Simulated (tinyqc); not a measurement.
Plane-wave Kohn-Sham cycle with exchange-only LDA in a layered model solid, step by step. Computed by tinyqc, a small Python program that keeps every step. Settings: points = 16, plane-wave index or count = 2, electrons = 2, k points = 4, area = 36.0, mixing = 0.8, iteration cap = 55, Kerker q0 = 0.92. Command: `OMP_NUM_THREADS=1 python tinyqc.py 20018 20019 out.jsonl` (the two numbers bound the seeds that draw the settings). One thread of a shared host (Intel(R) Xeon(R) Processor @ 2.60GHz), about 0.04 s of CPU time with the checks. Later iterations appear only in the table of the cycle.

## Iteration 1: potential

A solid whose potential varies along x alone (atomic units):

| parameter | value |
|---|---|
| period a | 14.400000 |
| cross-section of the cell | 36.000000 |
| electrons per cell | 2 |
| grid points | 16 |
| plane waves -n..n, n | 2 |
| k points | 4 |
| V1 in V1 cos(2 pi x/a) | -0.770000 |
| V2 in V2 cos(4 pi x/a) | -0.030000 |

density at the start, on the grid x_j = j a/N (e/bohr^3): 0.0038580  0.0038580  0.0038580  0.0038580  0.0038580  0.0038580  0.0038580  0.0038580  0.0038580  0.0038580  0.0038580  0.0038580  0.0038580  0.0038580  0.0038580  0.0038580

V_H(G) = 4 pi rho(G)/G^2 for G != 0 (uniform background); v_x = -(3 rho/pi)^(1/3); V = V_ext + V_H + v_x; Fourier components f(G_m) = (1/N) sum_j f(x_j) exp(-i G_m x_j).

Potentials on the grid (hartree):

| x | V_ext | V_H | v_x | V |
|---|---|---|---|---|
| 0.00000 | -0.80000 | 0.00000 | -0.15445 | -0.95445 |
| 0.90000 | -0.73260 | 0.00000 | -0.15445 | -0.88705 |
| 1.80000 | -0.54447 | 0.00000 | -0.15445 | -0.69892 |
| 2.70000 | -0.27345 | 0.00000 | -0.15445 | -0.42790 |
| 3.60000 | 0.03000 | 0.00000 | -0.15445 | -0.12445 |
| 4.50000 | 0.31588 | 0.00000 | -0.15445 | 0.16143 |
| 5.40000 | 0.54447 | 0.00000 | -0.15445 | 0.39003 |
| 6.30000 | 0.69017 | 0.00000 | -0.15445 | 0.53573 |
| 7.20000 | 0.74000 | 0.00000 | -0.15445 | 0.58555 |
| 8.10000 | 0.69017 | 0.00000 | -0.15445 | 0.53573 |
| 9.00000 | 0.54447 | 0.00000 | -0.15445 | 0.39003 |
| 9.90000 | 0.31588 | 0.00000 | -0.15445 | 0.16143 |
| 10.80000 | 0.03000 | 0.00000 | -0.15445 | -0.12445 |
| 11.70000 | -0.27345 | 0.00000 | -0.15445 | -0.42790 |
| 12.60000 | -0.54447 | 0.00000 | -0.15445 | -0.69892 |
| 13.50000 | -0.73260 | 0.00000 | -0.15445 | -0.88705 |

V(G_m), m = 0, 1, 2, ... (hartree): -0.15445  -0.38500  -0.01500  0.00000  0.00000

## Iteration 1: Hamiltonian at one k

k = 0.12500 2 pi / a

H(m,m') = (k + G_m)^2/2 delta + V(G_m - G_m'), with V(-G) = V(G).

H (hartree), lower triangle:
```
          -2        -1        +0        +1       +2
-2   0.18022
-1  -0.38500  -0.08156
+0  -0.01500  -0.38500  -0.15296
+1   0.00000  -0.01500  -0.38500  -0.03397
+2   0.00000   0.00000  -0.01500  -0.38500  0.27541
```

## Iteration 1: levels at that k

Diagonalise the Hermitian matrix.

eigenvalues (hartree): -0.74454  -0.31603  0.10792  0.49483  0.64495

## Iteration 1: new density

Motion across x is left out: the lowest 1 band(s) hold two electrons at each of the k points (j + 1/2)/nk - 1/2. Residual R = rho(out) - rho(in); rho(new) = rho(in) + 0.8 R, with R(G) scaled by G^2/(G^2 + 0.92^2) (Kerker). rho(out) = 2/(a A nk) sum |psi|^2 with psi = sum c exp(i G x). Harris energy E = band energy - dV sum rho (V_H/2 + v_x) + (3/4) dV sum rho v_x with rho(in), dV = a A/N, band energy = (2/nk) sum of the filled levels.

rho(out) (e/bohr^3): 0.0161613  0.0132483  0.0070678  0.0021663  0.0002615  0.0000119  0.0000097  0.0000056  0.0000249  0.0000056  0.0000097  0.0000119  0.0002615  0.0021663  0.0070678  0.0132483

density after iteration 1 (e/bohr^3): 0.0073247  0.0061086  0.0037538  0.0024148  0.0025742  0.0032031  0.0035625  0.0037056  0.0037584  0.0037056  0.0035625  0.0032031  0.0025742  0.0024148  0.0037538  0.0061086

energy per cell = -1.4086142 hartree

## Iteration 2: potential

As before.

Potentials on the grid (hartree):

| x | V_ext | V_H | v_x | V |
|---|---|---|---|---|
| 0.00000 | -0.80000 | 0.09466 | -0.19124 | -0.89658 |
| 0.90000 | -0.73260 | 0.07812 | -0.18001 | -0.83450 |
| 1.80000 | -0.54447 | 0.03967 | -0.15304 | -0.65784 |
| 2.70000 | -0.27345 | 0.00133 | -0.13211 | -0.40423 |
| 3.60000 | 0.03000 | -0.02366 | -0.13496 | -0.12862 |
| 4.50000 | 0.31588 | -0.03596 | -0.14516 | 0.13476 |
| 5.40000 | 0.54447 | -0.04132 | -0.15040 | 0.35275 |
| 6.30000 | 0.69017 | -0.04349 | -0.15239 | 0.49429 |
| 7.20000 | 0.74000 | -0.04405 | -0.15311 | 0.54285 |
| 8.10000 | 0.69017 | -0.04349 | -0.15239 | 0.49429 |
| 9.00000 | 0.54447 | -0.04132 | -0.15040 | 0.35275 |
| 9.90000 | 0.31588 | -0.03596 | -0.14516 | 0.13476 |
| 10.80000 | 0.03000 | -0.02366 | -0.13496 | -0.12862 |
| 11.70000 | -0.27345 | 0.00133 | -0.13211 | -0.40423 |
| 12.60000 | -0.54447 | 0.03967 | -0.15304 | -0.65784 |
| 13.50000 | -0.73260 | 0.07812 | -0.18001 | -0.83450 |

V(G_m), m = 0, 1, 2, ... (hartree): -0.15253  -0.35853  -0.01228  -0.00196  -0.00005

## Iteration 2: Hamiltonian at one k

k = 0.12500 2 pi / a

As before.

H (hartree), lower triangle:
```
          -2        -1        +0        +1       +2
-2   0.18213
-1  -0.35853  -0.07965
+0  -0.01228  -0.35853  -0.15104
+1  -0.00196  -0.01228  -0.35853  -0.03205
+2  -0.00005  -0.00196  -0.01228  -0.35853  0.27732
```

## Iteration 2: levels at that k

As before.

eigenvalues (hartree): -0.69578  -0.28930  0.10383  0.46841  0.60954

## Iteration 2: new density

As before.

rho(out) (e/bohr^3): 0.0160414  0.0131843  0.0071008  0.0022306  0.0002914  0.0000119  0.0000077  0.0000053  0.0000230  0.0000053  0.0000077  0.0000119  0.0002914  0.0022306  0.0071008  0.0131843

density after iteration 2 (e/bohr^3): 0.0094702  0.0076397  0.0040108  0.0017546  0.0017350  0.0025843  0.0031754  0.0034535  0.0035517  0.0034535  0.0031754  0.0025843  0.0017350  0.0017546  0.0040108  0.0076397

energy per cell = -1.3225373 hartree

## Convergence

Stop when sqrt(dV sum R^2) is below 1e-8, dV = a A/N.

Course of the cycle:

| iteration | E (hartree) | norm of the residual |
|---|---|---|
| 1 | -1.4086142 | 1.25e-01 |
| 2 | -1.3225373 | 9.79e-02 |
| 3 | -1.2598128 | 7.95e-02 |
| 4 | -1.2156763 | 6.59e-02 |
| 5 | -1.1847005 | 5.53e-02 |
| 6 | -1.1629562 | 4.66e-02 |
| 7 | -1.1477023 | 3.94e-02 |
| 8 | -1.1370260 | 3.34e-02 |
| 9 | -1.1295816 | 2.83e-02 |
| 10 | -1.1244156 | 2.39e-02 |
| 11 | -1.1208510 | 2.02e-02 |
| ... | ... | ... |
| 45 | -1.1137391 | 6.71e-05 |
| 46 | -1.1137394 | 5.68e-05 |
| 47 | -1.1137396 | 4.80e-05 |
| 48 | -1.1137397 | 4.07e-05 |
| 49 | -1.1137398 | 3.44e-05 |
| 50 | -1.1137399 | 2.91e-05 |
| 51 | -1.1137399 | 2.47e-05 |
| 52 | -1.1137400 | 2.09e-05 |
| 53 | -1.1137400 | 1.77e-05 |
| 54 | -1.1137400 | 1.50e-05 |
| 55 | -1.1137400 | 1.27e-05 |

Not converged within 55 iterations: the residual falls steadily but slowly, by a factor of about 0.85 a step. Reruns (cap 100 unless said): mixing 0.1: not converged; mixing 0.5, Kerker q0 1.0: not converged; mixing 0.3, Pulay depth 5: converged in 11 (E = -1.11374); the original settings with a cap of 400: converged in 99 (E = -1.11374).
